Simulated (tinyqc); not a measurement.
Estimate of lattice thermal conductivity from elastic moduli (Slack, Klemens and Cahill formulas). Changing the disorder parameter Gamma. Computed by tinyqc, a small Python program. Command: `OMP_NUM_THREADS=1 python tinyqc.py 3011683 3011684 out.jsonl slack sweep`. One thread of a shared host (Intel(R) Xeon(R) Processor @ 2.30GHz), about 0.01 s of CPU time with the checks.

An isotropic solid.

Inputs (values chosen for the exercise, for a model crystal):
```
quantity,value,unit
bulk modulus B,33.1,GPa
shear modulus G,31.8,GPa
volume per atom V,20.1,angstrom^3
mean atomic mass M,155,u
atoms per primitive cell n,20,-
volume expansion coefficient alpha_V,103,ppm/K
temperature T,300,K
grain size d,2000,nm
```

Grueneisen parameter: from thermal expansion.

Constants: u = 1.6605390666e-27 kg; hbar = 1.054571817e-34 J s; k_B = 1.380649e-23 J/K; h = 6.62607015e-34 J s.

Method:
- rho = M/V; vL = sqrt((B + 4G/3)/rho), vT = sqrt(G/rho); v_m = [(vL^-3 + 2 vT^-3)/3]^(-1/3); Poisson ratio sigma = (3B - 2G)/(6B + 2G); Theta = hbar v_m (6 pi^2/V)^(1/3)/k_B.
- gamma = alpha_V B V/(3 k_B), with the classical heat capacity 3 k_B per atom.
- Slack, an estimate for T near or above Theta_a: kappa = A M Theta_a^3 delta n^(1/3)/(gamma^2 T) in W/(m K), with M in u, delta = V^(1/3) in angstrom, Theta_a = Theta n^(-1/3) and A = 2.43e-6/(1 - 0.514/gamma + 0.228/gamma^2).
- High-temperature forms with the classical heat capacity. Klemens: kappa/kappa_0 = arctan(u)/u, u^2 = pi^2 Theta V Gamma kappa_0/(h v_m^2). Grains: 1/kappa_poly = 1/kappa + 1/(C v_m d/3), C = 3 k_B/(n V), the acoustic branches alone.
- Cahill minimum: kappa_min = (pi/6)^(1/3) k_B V^(-2/3) sum over L, T, T of v (T/Theta_i)^2 int_0^(Theta_i/T) x^3 e^x/(e^x - 1)^2 dx, Theta_i = Theta v_i/v_m (64 Gauss-Legendre points).
- Its high-temperature limit is (1/2) (pi/6)^(1/3) k_B V^(-2/3) (vL + 2 vT).

One run for each value:
```
disorder parameter Gamma,kappa with point defects (W/(m K)),disorder scale u,kappa of the polycrystal (W/(m K)),kappa_poly/kappa_min
1.00e-05,1.485,0.017,1.467,3.570
4.00e-05,1.485,0.034,1.466,3.569
1.00e-04,1.484,0.053,1.466,3.567
6.00e-04,1.477,0.130,1.459,3.551
2.00e-03,1.458,0.237,1.441,3.506
9.00e-03,1.376,0.504,1.360,3.310
3.00e-02,1.201,0.919,1.189,2.894
1.00e-01,0.915,1.678,0.908,2.209
5.00e-01,0.519,3.753,0.516,1.257
```

What does the table show, and why?

Over the rows, kappa with point defects (W/(m K)) falls from 1.49 to 0.519 (exponent d ln y / d ln x -2.0e-4 between the first rows and -0.35 between the last); disorder scale u rises from 0.0168 to 3.75 (exponent d ln y / d ln x about 0.50 throughout); kappa of the polycrystal (W/(m K)) falls from 1.47 to 0.516 (exponent d ln y / d ln x -2.0e-4 between the first rows and -0.35 between the last). At the low end the exponent of kappa with point defects is 0.00, close to 0: weak disorder. The change from weak to strong disorder sits at u = 1, between Gamma = 0.03 and 0.1.

Caution (rows 0.500): the estimate comes near or below kappa_min; the free path cannot fall under half a wavelength, so the true value levels off near kappa_min.

Extremes, crossings and ranges named in words are read from the listed rows.
